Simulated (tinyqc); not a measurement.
Inside a calculation: effective mass of the light-hole band from tabulated energies. Values are carried at full precision from step to step, so a last printed digit may differ when a step is redone from the rounded ones.

c = hbar^2/2m0. A uniform scatter of up to 0.1 meV has been added to mimic numerical noise.
Constants: hbar^2/2m0 = 3.80998211 eV angstrom^2; kB = 8.617333262e-05 eV/K.

Inputs chosen for the exercise (out of a larger set: band of an eight-band Kane model near Ge; not measured data): T = 300 K (temperature).

## Finite differences

Energies along [100], from the band edge downward:
```
k (1/angstrom)  E (meV)
0.00000          0.0000
0.00370          1.0926
0.00740          4.5651
0.01110         10.0110
0.01480         17.5173
0.01850         26.8662
0.02220         37.8454
0.02590         50.1687
0.02960         63.6515
```

reference mass (curvature of the model at k = 0.0001 1/angstrom) = 0.04577 m0

The band is even in k. m = c k^2/E(k) from the points 1, 2, 4 (k = 0 is point 0); Richardson from points 1 and 2: c/m = [16 E(k1) - E(k2)]/(12 k1^2).

m from points 1, 2, 4 (m0): 0.04774  0.04570  0.04764

m by Richardson = 0.04846 m0

Errors against the reference: +4.31, -0.14 and +4.10 % and +5.88 %. The extrapolation does not help: a scatter of 0.1 meV is 9 % of the first energy, and the formula weights that point by 4/3.

## Least squares over all points

Fit E = a k^2 (a = sum k^2 E/sum k^4), then E = a k^2 + b k^4 from the normal equations; E in eV; m = c/a.

sums of k^4, k^6, k^8: 1.6440e-06  1.1468e-09  8.6704e-13

sums of k^2 E, k^4 E: 0.00012260  8.4783e-08

a, one term = 74.576 eV angstrom^2

a and b, two terms: 82.27  -1.103e+04

m, one and two terms (m0): 0.05109  0.04631

The parabola over all points errs by +11.6 % because the weights k^4 favour the outer points; the second term brings the error to +1.2 %.

## The non-parabolic form

E (1 + alpha E) = c k^2/m means that y = c k^2/E is a straight line in E with intercept m and slope m alpha. Fit the line by unweighted least squares over points 1 to 8, E in eV.

y (m0): 0.04774  0.04570  0.04689  0.04764  0.04854  0.04962  0.05094  0.05244

m = 0.04621 m0
alpha = 2.025 1/eV

The intercept errs by +0.97 %. The scatter of the first points, divided by small energies, tilts an unweighted line. For this band the scale of alpha is set by Dso = 0.293 eV as well as by the gap.

## Which mass for which use

From the fitted m and alpha: momentum mass at energy E, m (1 + 2 alpha E); curvature mass m (1 + 2 alpha E)^3; thermal factors to first order in alpha kT: density of states Nc (1 + 15 alpha kT/4), conductivity mass m (1 + 5 alpha kT). Take E = 3 kT/2.

alpha kT = 0.0523
momentum mass = 0.05347 m0
curvature mass = 0.07158 m0
factor on Nc = 1.1963
thermal conductivity mass = 0.05831 m0

alpha kT is not small, so first order is only a guide. For a warped valence band one direction does not stand for the whole band.

## Checks

- Two-term fit by normal equations against a least-squares routine: both 82.2692.

tinyqc: `OMP_NUM_THREADS=1 python tinyqc.py 1880170 1880171 out.jsonl`; about 0.01 s, one thread, shared Intel(R) Xeon(R) Processor @ 2.30GHz.
